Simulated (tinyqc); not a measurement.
A chain with a side-coupled site and dephasing by Buettiker voltage probes: two steps of the calculation.

Sites 1 to 2 form a chain with hopping -t, and site 3 hangs on site 2 by -ts. Lead L joins site 1 and lead R site 2, both semi-infinite chains with hopping -t and site energy 0. Every site carries a probe with self-energy -i Gamma_p/2 that draws no net current. Linear response at zero temperature: mu_L = 1, mu_R = 0 in units of the bias.

Values chosen for this exercise:
- gp = 0.83 eV (probe broadening Gamma_p)

Task 1. Transmissions between terminals. With Gamma the broadening by one lead, T_RL = Gamma^2 |G_(2,1)|^2, T_pL = Gamma Gamma_p |G_(p,1)|^2, T_pR = Gamma Gamma_p |G_(p,2)|^2, T_pq = Gamma_p^2 |G_(p,q)|^2 for p != q.

G (1/eV):
```
                       1                     2                      3
1   0.0558562-0.5565973i  0.2130964+0.0390944i  -0.0659424+0.3594397i
2   0.2130964+0.0390944i  0.0096966-0.3049895i   0.5144401+0.0163557i
3  -0.0659424+0.3594397i  0.5144401+0.0163557i  -0.0275879-1.5419083i
```

Gamma = 1.9554028 eV

Find: T_RL; T_pL; T_pR; T_pq.

Result 1.

T_RL = 0.1795

```
probe    T_pL    T_pR
1      0.5079  0.0762
2      0.0762  0.1511
3      0.2167  0.4300
```

T_pq:
```
        1       2       3
1  0.0000  0.0323  0.0920
2  0.0323  0.0000  0.1825
3  0.0920  0.1825  0.0000
```

Task 2. Current at both leads. In units of (2 q^2/h) times the bias, T_RL + sum_p T_pL (1 - mu_p) leaves L and T_RL + sum_p T_pR mu_p enters R.

T_RL = 0.17947385

```
probe        T_pL        T_pR        mu_p
1      0.50786496  0.07618036  0.78561105
2      0.07618036  0.15112029  0.39125385
3      0.21674193  0.42995467  0.39125385
```

Give: current leaving L; current entering R.

Result 2.

current leaving L = 0.46667
current entering R = 0.46667

The two are equal: the probes conserve the current.

Program tinyqc, `OMP_NUM_THREADS=1 python tinyqc.py 2700115 2700116 out.jsonl`; Intel Xeon 2.30GHz, shared host, one thread, about 0.01 s.
